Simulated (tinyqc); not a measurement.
CMOS inverter, nodal equation and switching: one step of the calculation.

An n-channel pull-down (bn, VTn) and a p-channel pull-up (bp, VTp) share the input Vin and the output node Vout, which carries the load C. Transistor (EKV form, voltages against the body): I = 2 n b Vt^2 [F(vp - Vs) - F(vp - Vd)] from drain to source, F(v) = ln^2(1 + exp(v/(2 Vt))), vp = (Vg - VT + sg |Vd - Vs|)/n. n-channel bodies are at 0; for the p-channel device all voltages are counted down from Vdd. b in uA/V^2 gives I in uA. Static: In = Ip. Transient: C dVout/dt = Ip - In. No velocity saturation, no gate capacitance beyond C.

Question. Transfer curve. For each Vin solve In = Ip; gain = dVout/dVin.

Values chosen for this exercise:
- T = 350 K (temperature)
- Vdd = 0.9 V (supply voltage)
- n = 1.4 (slope factor)
- sg = 0.026 (drain-induced barrier lowering)
- VTn = 0.29 V (n-channel threshold)
- VTp = 0.31 V (p-channel threshold (magnitude))
- bn = 610 uA/V^2 (gain factor of the pull-down transistor)
- bp = 300 uA/V^2 (gain factor of the pull-up transistor)
- Vin = 0.31 V (input voltage)

Constants: q = 1.602176634e-19 C, kB = 1.380649e-23 J/K, Vt = kB T/q. Results are converted to the units shown.

Vin, point 0 to 10 (V): 0  0.09  0.18  0.27  0.36  0.45  0.54  0.63  0.72  0.81  0.9

Find: Vout; supply current; gain.

Answer.

```
point  Vout (V)  supply current (uA)     gain
0       0.89998            0.0026987  -0.0004
1       0.89986             0.021080  -0.0034
2       0.89880              0.14585  -0.0274
3       0.89149              0.78797  -0.1755
4       0.84633               2.9565  -1.2057
5       0.04370               3.2365  -0.9742
6       0.00786               1.1329  -0.1454
7       0.00135              0.27462  -0.0282
8       0.00018             0.047450  -0.0042
9       0.00002            0.0066124  -0.0005
10      0.00000            8.3372e-4  -0.0001
```

The switching point Vin = Vout lies at 0.4060 V, with a gain of -38.4.

Computed by the program tinyqc: `OMP_NUM_THREADS=1 python tinyqc.py 2340054 2340055 out.jsonl`, one thread of a shared Intel Xeon 2.30GHz, about 0.03 s for the whole run.
